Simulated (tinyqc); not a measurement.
Semiconductor laser, carrier and photon rate equations: one step of the calculation.

Carrier density N and photon density S in one mode: dN/dt = F1 = eta I/(q V) - (A N + B N^2 + C N^3) - vg g S; dS/dt = F2 = G vg g S + G be B N^2 - S/tp, with g = g0 ln(N/Ntr)/(1 + ec S). Output power P = Fo Eph S V/(G tp). No heating, no carrier transport.

Problem. Power, relaxation frequency, damping and bandwidth. Jacobian, with a = g0/(N (1 + ec S)) and d = g/(1 + ec S): J11 = -(A + 2 B N + 3 C N^2) - vg a S, J12 = -vg d, J21 = G vg a S + 2 G be B N, J22 = G vg d - 1/tp. wR^2 = det J, gamma = -trace J, fR = wR/(2 pi); the response wR^2/(wR^2 - w^2 + i gamma w) falls to 1/sqrt(2) at w^2 = x + sqrt(x^2 + wR^4), x = wR^2 - gamma^2/2 (f3dB = w/(2 pi)).

Parameters, values chosen for the exercise: active volume V = 2e-11 cm^3; confinement factor G = 0.095; group velocity vg = 6.95e9 cm/s; gain coefficient g0 = 2400 1/cm; transparency density Ntr = 1.4e18 cm^-3; gain compression ec = 2.5e-17 cm^3; photon lifetime tp = 2.7 ps; defect recombination coefficient A = 2.2e7 1/s; radiative coefficient B = 8e-11 cm^3/s; Auger coefficient C = 5.7e-30 cm^6/s; share of spontaneous emission into the mode be = 1.6e-5; share of cavity losses that is output Fo = 0.43; photon energy Eph = 0.95 eV.

Constants: q = 1.602176634e-19 C. Results are converted to the units shown.

N = 1.771732577e18 cm^-3
S = 3.004054200e14 cm^-3

Give: P; fR; gamma; f3dB.

Solution.

P = 1.533 mW
fR = 5.134 GHz
gamma = 5.928 1/ns
f3dB = 7.930 GHz

Program tinyqc, `OMP_NUM_THREADS=1 python tinyqc.py 2840021 2840022 out.jsonl`; Intel Xeon 2.30GHz, shared host, one thread, about 0.01 s.
